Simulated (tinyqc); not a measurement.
Coherent transport through a tight-binding region between two chains, step by step. One step of it, computed by the program tinyqc.

Task: Transmission at E = -0.57 eV. Surface Green function g = (E - i sqrt(4 t^2 - E^2)) / (2 t^2); self-energy tc^2 g on each contact site; G = (E - H - Sigma)^(-1); Gamma = -2 Im Sigma; T = Gamma_L Gamma_R |G_LR|^2; local density of states -Im G_ii / pi.

H of the central region (eV), lower triangle:
```
           1          2          3          4          5         6
1   0.000000
2  -2.390000   0.560000
3   0.000000  -2.390000   0.560000
4   0.000000   0.000000  -2.390000   0.560000
5   0.000000   0.000000   0.000000  -2.390000   0.560000
6  -2.390000   0.000000   0.000000   0.000000  -2.390000  0.000000
```

Leads: semi-infinite chains with site energy 0:
```
parameter                           value
lead hopping t (eV)              2.940000
coupling to the left lead (eV)   1.470000
coupling to the right lead (eV)  0.950000
left contact site                       1
right contact site                      2
```

E = -0.570000 eV

Give: g; G; local density of states; transmission.

Result:

g = -0.0330-0.3385i 1/eV

G (1/eV), lower triangle:
```
                 1                2                3                4
1   0.1338-0.0304i
2   0.2310-0.0335i   0.1370-0.0463i
3  -0.0317-0.0145i   0.2445-0.0053i   0.1436-0.0192i
4  -0.2460+0.0266i  -0.0214+0.0437i   0.2418-0.0038i   0.1357-0.0455i
5  -0.0846+0.0271i  -0.2546+0.0260i  -0.0293+0.0174i   0.2408-0.0178i
6   0.2060-0.0138i  -0.0990-0.0315i  -0.2556+0.0120i  -0.0218+0.0371i

                5               6
5  0.1431-0.0258i
6  0.2453+0.0056i  0.1378-0.0345i
```

local density of states (1/eV): 0.0097  0.0147  0.0061  0.0145  0.0082  0.0110

transmission = 0.0487
